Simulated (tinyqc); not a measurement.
Which input was changed? Model: equilibrium crystal shape, supported particles, Gibbs-Thomson effect and coarsening. Computed by tinyqc, a small Python program. Command: `OMP_NUM_THREADS=1 python tinyqc.py 3003351 3003352 out.jsonl wulff which`. One thread of a shared host (Intel(R) Xeon(R) Processor @ 2.30GHz), about 0.5 s of CPU time with the checks.

A cubic crystal bounded by {100}, {110} and {111} facets only.

Inputs (values chosen for the exercise, for a model metal): lattice constant a = 3.02 angstrom; first-neighbour bond energy e1 = 0.243 eV; second-neighbour bond energy e2 = 0.097 eV; atoms in the particle N = 290000; temperature T = 1000 K; precipitate interface energy gamma_i = 0.3 J/m^2; solubility x_inf at a flat interface = 0.00017; diffusivity D = 3.1e-16 m^2/s; mean radius at the start r0 = 2.7 nm; time t = 200 s.

Surface energies: broken bonds, bcc.

Constants: 1 eV/angstrom^2 = 16.02176634 J/m^2; e = 1.602176634e-19 C; k_B = 8.617333262e-05 eV/K; k_B = 1.380649e-23 J/K.

Method:
- A cut with normal n breaks sum_R |R.n|/(2 Omega) bonds per area (R over all neighbours of a shell) and makes two surfaces: gamma = sum over shells e_s sum_R |R.n|/(4 Omega). bcc: 8 neighbours a/2 (1,1,1), 6 at a (1,0,0), Omega = a^3/2.
- Wulff construction: the facet planes lie at distances lambda gamma from the centre, and the shape is the region inside all of them; V = (1/3) sum of area x distance. gamma_mean = sum A gamma / sum A; shape factor eta = A/V^(2/3) (4.836 for a sphere). lambda follows from V = N Omega.
- For the Wulff shape mu - mu(bulk) = 2 Omega gamma/h, with gamma and h = lambda gamma the energy and distance of any one facet plane, here (111); the vapour pressure rises by exp[(mu - mu(bulk))/(k_B T)].
- Spherical precipitates of nearly pure solute with atomic volume Omega: x(r) = x_inf exp(l/r), l = 2 gamma_i Omega/(k_B T). Diffusion-limited coarsening at small volume fraction (Lifshitz-Slyozov-Wagner): r^3 = r0^3 + K t, K = (4/9) D x_inf l; the number density falls as (r0/r)^3. The steady size distribution is assumed from the start, and D and x_inf are inputs that do not follow T.

Problem. One of these inputs alone was changed, within the range given: lattice constant a (1.51 to 6.04); first-neighbour bond energy e1 (0.1215 to 0.486); atoms in the particle N (1.45e+05 to 5.8e+05); temperature T (500 to 2000). Which one, and to what value?

Results:
```
run     mu - mu(bulk) (meV)  gamma_mean (J/m^2)  capillary length l (nm)
before             16.24447           0.8552583                0.5984926
after              14.80603           0.8552583                0.5984926
```

Solution.

Each candidate set to reproduce mu - mu(bulk), and what it then gives:
```
candidate                                 range searched  value needed  gamma_mean (J/m^2)  capillary length l (nm)
lattice constant a (angstrom)               1.51 to 6.04     no effect                   -                        -
first-neighbour bond energy e1 (eV)      0.1215 to 0.486        0.2133             0.78143                  0.59849
atoms in the particle N              1.45e+05 to 5.8e+05        383000             0.85526                  0.59849
temperature T (K)                            500 to 2000     no effect                   -                        -
```

Only atoms in the particle N fits every result: it went from 290000 to 383000. The next best candidate, first-neighbour bond energy e1, misses one result by 8.6 %.
